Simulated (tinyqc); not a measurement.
# Inputs raised by 2 %, one at a time

Model: Haynes-Shockley experiment: drift, diffusion and decay of a minority-carrier pulse. Computed by tinyqc, a small Python program. Command: `OMP_NUM_THREADS=1 python tinyqc.py 3114109 3114110 out.jsonl haynes sens`. One thread of a shared host (Intel(R) Xeon(R) Processor @ 2.30GHz), about 0.04 s of CPU time with the checks.

A thin sheet of excess carriers is made at x = 0, t = 0 in a long uniform bar; injection is low, so the pulse moves with the minority mobility.

Inputs (values chosen for the exercise, modelled on holes in n-type germanium in a lightly doped bar):
```
quantity                       value         unit
minority mobility mu            1790   cm^2/(V s)
lifetime tau                     170  microsecond
temperature T                    250            K
field F                           26         V/cm
distance d to the collector     0.86           cm
injected sheet density N0    2.1e+09       1/cm^2
```

Constants: k_B = 8.617333262e-05 eV/K.

Method:
- D = mu k_B T/e, v = mu F.
- Transit time d/v, diffusion length sqrt(D tau), drift length v tau, Peclet number v d/D = e F d/(k_B T).
- dn(x, t) = N0/sqrt(4 pi D t) exp(-(x - v t)^2/(4 D t) - t/tau).
- At fixed x the signal peaks where d ln(dn)/dt = 0: a t^2 + t/2 - x^2/(4 D) = 0 with a = v^2/(4 D) + 1/tau.
- The full width at half maximum is found by solving dn(x, t) = peak/2 on both sides of the peak.
- With w the full width at half maximum: mu = d/(F t_p); D = (w d)^2/(16 ln2 t_p^3); Einstein ratio D/mu against k_B T/e.

Runs; columns: (1) input moved; (2) from; (3) to; (4) time of the peak t_p (microsecond); (5) width at half maximum (microsecond); (6) apparent mobility (cm^2/(V s)); (7) apparent D (cm^2/s):
```
(1)                                        (2)         (3)     (4)     (5)     (6)     (7)
base run                                     -           -  18.457  1.9083  1792.1  38.626
minority mobility mu (cm^2/(V s))         1790      1825.8  18.095  1.8709  1827.9  39.398
lifetime tau (microsecond)                 170       173.4  18.457  1.9084  1792.1  38.626
temperature T (K)                          250         255  18.457  1.9273  1792.1  39.399
field F (V/cm)                              26       26.52  18.096  1.8525  1792.1  38.624
distance d to the collector (cm)          0.86      0.8772  18.827  1.9274  1792.1  38.624
injected sheet density N0 (1/cm^2)  2100000000  2142000000  18.457  1.9083  1792.1  38.626
```

Exponents ln(y'/y) / ln(x'/x):
```
input                        time of the peak t_p  width at half maximum  apparent mobility  apparent D
minority mobility mu                       -1.000                 -1.000              1.000       1.000
lifetime tau                                0.000                  0.000              0.000       0.000
temperature T                              -0.001                  0.499              0.001       1.002
field F                                    -0.999                 -1.499             -0.001      -0.002
distance d to the collector                 1.001                  0.501             -0.001      -0.002
injected sheet density N0                   0.000                  0.000              0.000       0.000
```

Which inputs matter most for each result?

Among the inputs moved here: time of the peak t_p answers most in size to distance d to the collector (exponent +1.001), and about equally to minority mobility mu (-1.000), field F (-0.999); its exponent is below 0.0005 for lifetime tau, injected sheet density N0. Its exponent -0.999 in field F: pure drift, t = d/(mu F). Width at half maximum answers most in size to field F (exponent -1.499), next to minority mobility mu (-1.000); its exponent is below 0.0005 for lifetime tau, injected sheet density N0. Its exponent -1.499 in field F: sqrt(D t)/v with t = d/v. Its exponent +0.501 in distance d to the collector: the spread grows as sqrt(t). Apparent mobility answers most in size to minority mobility mu (exponent +1.000); its exponent is below 0.0005 for lifetime tau, injected sheet density N0. Apparent D answers most in size to temperature T (exponent +1.002), and about equally to minority mobility mu (+1.000); its exponent is below 0.0005 for lifetime tau, injected sheet density N0.

Extremes, crossings and ranges named in words are read from the listed rows.
